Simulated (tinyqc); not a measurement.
Inside a calculation. Model: frequency dispersion of an accumulation capacitance by border traps, distributed model.

Computed by the program tinyqc: `OMP_NUM_THREADS=1 python tinyqc.py 2202007 2202008 out.jsonl`, one thread of a shared Intel Xeon 2.30GHz, about 0.6 s for the whole run. Printed values are rounded.

Traps spread evenly through the insulator exchange electrons with the semiconductor by tunnelling, with tau(x) = t0 exp(2 ka x) at depth x from the interface. The admittance per area Y seen at depth x obeys dY/dx = -Y^2/(i w eps0 eox) + q Nb ln(1 + i w tau)/tau, with Y(0) = i w Cs and w = 2 pi f; the gate sees Y(tox) = G + i w C. Working variable y = Y/(i w), in uF/cm^2. Cox = eps0 eox/tox.

Inputs (values chosen for the exercise); permittivity close to that of aluminium oxide:
- eox = 8.42 (relative permittivity of the insulator)
- tox = 8 nm (insulator thickness)
- Cs = 6.7 uF/cm^2 (semiconductor capacitance in accumulation)
- Nb = 1.5e20 cm^-3 eV^-1 (density of border traps)
- ka = 4.8 1/nm (decay constant of the wave function in the insulator)
- t0 = 1e-10 s (time constant of a trap at the interface)
- f = 10000 Hz (frequency)
- xe = 1.8 nm (depth down to which the steps are taken)

Constants: q = 1.602176634e-19 C, eps0 = 8.8541878128e-14 F/cm where lengths are in cm. Results are converted to the units shown.

## Scales and lumped estimate

Cox; trap-free value 1/(1/Cox + 1/Cs); response depth d = ln(1/(w t0))/(2 ka), where w tau = 1; lumped estimate: all traps within d act as C_bt = q Nb d placed at d/2, so C = 1/{1/[1/(1/Cs + d/(2 eps0 eox)) + C_bt] + (tox - d/2)/(eps0 eox)}.

Cox = 0.931903 uF/cm^2
trap-free C = 0.818112 uF/cm^2
d = 1.24767 nm
C_bt = 2.99848 uF/cm^2
lumped C = 0.887674 uF/cm^2

The traps within reach amount to 0.448 Cs and lie in the first 15.6 % of the insulator.

## Midpoint steps through the active depth

In terms of y: dy/dx = -y^2/(eps0 eox) + s(x), s = q Nb ln(1 + z)/z, z = i w tau. 8 midpoint steps of h = xe/8: y_half = y + (h/2) y'(x, y), y(new) = y + h y'(x + h/2, y_half).

```
point  x (nm)  s (uF/(cm^2 nm))       y (uF/cm^2)
0           0  2.40326-0.00001i  6.70000+0.00000i
1       0.225  2.40326-0.00007i  6.04555+0.00000i
2        0.45  2.40326-0.00057i  5.58345-0.00004i
3       0.675  2.40325-0.00492i  5.24954-0.00039i
4         0.9  2.40225-0.04266i  5.00401-0.00338i
5       1.125  2.33132-0.35359i  4.81923-0.02924i
6        1.35  1.09108-0.94300i  4.58303-0.18968i
7       1.575  0.15853-0.32619i  4.10306-0.26062i
8         1.8  0.01874-0.06346i  3.66601-0.23222i
```

## Capacitance and conductance at the gate

y at xe = 3.66601-0.23222i uF/cm^2

Beyond xe the traps are ignored, so 1/y(tox) = 1/y(xe) + (tox - xe)/(eps0 eox); C = Re y, G/w = -Im y, loss tangent G/(w C).

y at the gate = 0.906137-0.014134i uF/cm^2
C = 0.906137 uF/cm^2
G/w = 0.0141343 uF/cm^2
loss tangent = 0.0155984

A fine integration over the whole insulator gives C = 0.90614 and G/w = 0.01490 uF/cm^2; the coarse G/w is 5.1 % below that. The fine C is 11 % above the trap-free value, and the lumped estimate is 2.0 % below the fine result.
